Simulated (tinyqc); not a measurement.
# Sheet resistance of a shallow doped layer with concentration-dependent mobility and limited activation, step by step

A worked calculation. Computed by tinyqc, a small Python program that keeps every step. Command: `OMP_NUM_THREADS=1 python tinyqc.py 3004011 3004012 out.jsonl irvin walk`. One thread of a shared host (Intel(R) Xeon(R) Processor @ 2.30GHz), about 0.02 s of CPU time with the checks. Intermediate numbers are printed to about 6 digits and carried at full precision; extremes and crossings named in words are read from the listed rows.

A layer of one dopant lies in a background of the opposite type. Current flows parallel to the surface down to the junction; depletion is ignored.

Inputs (values chosen for the exercise, modelled on boron in silicon):
```
quantity,value,unit
surface concentration C_s,1.5e+20,1/cm^3
length l,8.5,nm
background C_B,7.4e+16,1/cm^3
mobility floor mu_min,50.9,cm^2/(V s)
mobility mu_max,458,cm^2/(V s)
reference density N_r,1.71e+17,1/cm^3
exponent alpha,0.692,-
prefactor of the active limit,9.2e+22,1/cm^3
energy of the active limit,0.743,eV
anneal temperature T,950,C
```

Profile: erfc.

Constants: k_B = 8.617333262e-05 eV/K; e = 1.602176634e-19 C.

## Active limit and depths

C(x) = C_s erfc(x/l). Temperatures in kelvin are T(C) + 273.15. Active limit C_a = prefactor x exp(-energy/(k_B T)); the junction lies where C = C_B, and the profile exceeds C_a down to x_a (zero if C_s is below C_a). Slope at the junction in nm per decade = ln(10) C/|dC/dx|.

active limit C_a = 7.98702e+19 1/cm^3

junction depth x_j = 20.9424 nm

depth x_a = 3.75196 nm

abruptness at the junction = 3.70373 nm/decade

## Local values

Active density N = min(C, C_a); carriers n = N - C_B; mobility mu = mu_min + (mu_max - mu_min)/(1 + ((N + C_B)/N_r)^alpha). Conductivity e n mu. Depths are 0, 0.2, 0.4, 0.6, 0.8 and 0.95 of x_j.

Along the depth:
```
x (nm),C (1/cm^3),N (1/cm^3),mu (cm^2/(V s)),conductivity (S/cm)
0.0000,1.50000e+20,7.98702e+19,56.603,723.652
4.1885,7.28826e+19,7.28826e+19,56.970,664.565
8.3769,2.45094e+19,2.45094e+19,63.573,248.887
12.5654,5.48445e+18,5.48445e+18,84.477,73.229
16.7539,7.96795e+17,7.96795e+17,150.569,17.437
19.8952,1.39878e+17,1.39878e+17,238.724,2.520
```

## Sheet resistance

Integrals from 0 to x_j, where C = C_B (Gauss-Legendre, 60 points on each smooth piece; 1 nm = 1e-7 cm): dose int C dx, carriers int n dx, mean mobility int n mu dx/int n dx, R_s = 1/(e int n mu dx).

chemical dose = 7.19230e+13 1/cm^2

sheet carrier density = 5.90332e+13 1/cm^2

mean mobility = 59.6374 cm^2/(V s)

sheet resistance R_s = 1772.86 ohm/square

carriers per dopant atom = 0.820784

product R_s x_j = 37127.9 ohm nm

A box at the active limit as deep as x_j would give 660 ohm/square, the least this anneal allows at that depth. Clipping at C_a leaves 18 % of the dose without carriers (compensation included).

## Raising the surface concentration at fixed length

The last column drops the active limit.

Layers:
```
C_s (1/cm^3),x_j (nm),dose (1/cm^2),mean mu (cm^2/(V s)),R_s (ohm/square),R_s if all active
1.00e+18,10.7383,4.61814e+11,166.404,98098.9,9.80989e+04
3.00e+18,13.5029,1.42326e+12,123.170,38292.4,3.82924e+04
1.00e+19,16.0976,4.78193e+12,89.642,14932.5,1.49325e+04
3.00e+19,18.1959,1.43743e+13,71.361,6142.2,6.14222e+03
1.00e+20,20.2810,4.79446e+13,60.842,2217.6,2.15575e+03
2.00e+20,21.4007,9.59012e+13,59.132,1573.7,1.14185e+03
5.00e+20,22.8059,2.39770e+14,58.259,1202.9,4.79820e+02
1.00e+21,23.8195,4.79551e+14,57.916,1043.6,2.45498e+02
2.00e+21,24.7957,9.59113e+14,57.691,932.3,1.24596e+02
```

R_s falls as C_s^-0.86 between the first rows and as C_s^-0.16 between the last. Below C_a = 8.0e19 the exponent is set by the mobility, which drops from 166 towards mu_min, and by compensation. Above C_a extra dose only widens the clipped region: in the last row R_s is 7.48 times the fully active value. Caution: in rows with more than about 2e20 active atoms per cm^3 measured mobilities fall further than this form.

Checks made by the program: sheet conductance against adaptive quadrature (relative difference below 1e-10).
